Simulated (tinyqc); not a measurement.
# Front-illuminated p-i-n photodiode, quantum efficiency and bandwidth, step by step

Program tinyqc, `OMP_NUM_THREADS=1 python tinyqc.py 2250021 2250022 out.jsonl`; Intel Xeon 2.30GHz, shared host, one thread, about 0.01 s. Printed values are rounded.

Light enters through a p layer (0 to xp), a depleted layer (xp to xp + wi) and a thick n substrate, decaying as exp(-al x); one pass, no back reflection. Carriers made in the depleted layer are all collected; those in the neutral layers diffuse.

Parameters, values chosen for the exercise; values close to those of silicon at this wavelength:

| symbol | value | unit | meaning |
|---|---|---|---|
| lam | 532 | nm | wavelength |
| al | 7780 | 1/cm | absorption coefficient |
| Rf | 0.02 |  | reflectance of the front face |
| eps_r | 11.1 |  | relative permittivity |
| xp | 0.069 | um | thickness of the front p layer |
| wi | 2.3 | um | thickness of the depleted layer |
| Dn | 12 | cm^2/s | electron diffusion coefficient in the p layer |
| Ln | 1.1 | um | electron diffusion length in the p layer |
| S | 800 | cm/s | recombination velocity of the front surface |
| Lp | 5.2 | um | hole diffusion length in the thick n substrate |
| ve | 9.65e6 | cm/s | electron drift velocity |
| vh | 6.93e6 | cm/s | hole drift velocity |
| dia | 12 | um | diameter |
| RL | 50 | ohm | load resistance |
| Cp | 6 | fF | parasitic capacitance |
| f | 20 | GHz | modulation frequency |

Constants: q = 1.602176634e-19 C, h = 6.62607015e-34 J s, c = 299792458 m/s, eps0 = 8.8541878128e-14 F/cm where lengths are in cm. Results are converted to the units shown.

## Quantum efficiency

k = al Ln, s = S Ln/Dn, e = exp(-al xp); front layer f1 = (k/(k^2 - 1)) {[s + k - e (s cosh(xp/Ln) + sinh(xp/Ln))]/[s sinh(xp/Ln) + cosh(xp/Ln)] - k e}; depleted layer f2 = e (1 - exp(-al wi)); substrate f3 = e exp(-al wi) al Lp/(1 + al Lp); external efficiency (1 - Rf)(f1 + f2 + f3); responsivity = efficiency q lam/(h c).

s = 0.007333333
f1 = 0.05218558
f2 = 0.7894047
f3 = 0.1269491
external efficiency = 0.9491687
responsivity = 0.4072759 A/W

The front layer absorbs 5.23 % of the light that enters and collects 99.8 % of that. Diffusion from the neutral layers makes up 18.5 % of the current.

## Response at one frequency

Drift response for pairs made in the depleted layer, a = al wi, g = 1 - exp(-a), u = 2 pi i f, te = wi/ve, th = wi/vh: electrons He = [g - a (exp(-a) - exp(-u te))/(u te - a)]/(u te g), holes Hh = [g - a (1 - exp(-a - u th))/(a + u th)]/(u th g); C = eps0 eps_r pi (dia/2)^2/wi + Cp; total |He + Hh|/sqrt(1 + (2 pi f RL C)^2), for the current of the depleted layer alone.

te = 23.83420 ps
th = 33.18903 ps
He = 0.2194724-0.4300432i
Hh = 0.1196953-0.2060943i
|He + Hh| = 0.7209061
C = 10.83277 fF
total response = 0.7192420

The drift response alone falls to 1/sqrt(2) at 20.6 GHz and the RC term alone at 294 GHz; together they give 20.5 GHz.
